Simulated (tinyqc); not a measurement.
From results back to parameters: Franz-Keldysh effect at a direct gap. Three cases, with inputs chosen for the exercise.

Problem. In modulation spectra the extrema of the oscillations lie at E_n = Eg + th (3 pi (n - 1/2)/4)^(2/3) (the phase constant is taken as pi/2 here), with th = (c (e Fd)^2/mr)^(1/3), mr = me mhh/(me + mhh), c = hbar^2/2m0; 1 kV/cm = 1e-5 V/angstrom. Extrema n = 2 and n = 4 are given; Eg and the field are hidden.

Constants: hbar^2/2m0 = 3.80998211 eV angstrom^2.

Case 1.

Values chosen (out of a larger set: near those of InP; not measured data): me = 0.0804 m0 (electron mass); mhh = 0.581 m0 (heavy-hole mass).

E_2 = 1.41712 eV
E_4 = 1.46959 eV

Case 2.

Values chosen (out of a larger set: near those of InGaAs; not measured data): me = 0.0397 m0 (electron mass); mhh = 0.48 m0 (heavy-hole mass).

E_2 = 0.80075 eV
E_4 = 0.83093 eV

Case 3.

Values chosen (out of a larger set: near those of GaAs; not measured data): me = 0.0669 m0 (electron mass); mhh = 0.514 m0 (heavy-hole mass).

E_2 = 1.46780 eV
E_4 = 1.49801 eV

Find: th; Eg; Fd.

Solution. E_n is linear in (3 pi (n - 1/2)/4)^(2/3): the slope is th and the intercept Eg; then e Fd = sqrt(th^3 mr/c).

Case 1.

th = 29.79 meV
Eg = 1.348 eV
Fd = 70 kV/cm

Case 2.

th = 17.13 meV
Eg = 0.761 eV
Fd = 22 kV/cm

Case 3.

th = 17.15 meV
Eg = 1.428 eV
Fd = 28 kV/cm

Computed by tinyqc, one run a case: `OMP_NUM_THREADS=1 python tinyqc.py N N+1 out.jsonl` with N = 1682475, 1682478, 1682592; one thread of a shared Intel(R) Xeon(R) Processor @ 2.30GHz, about 0.01 s a run at most.
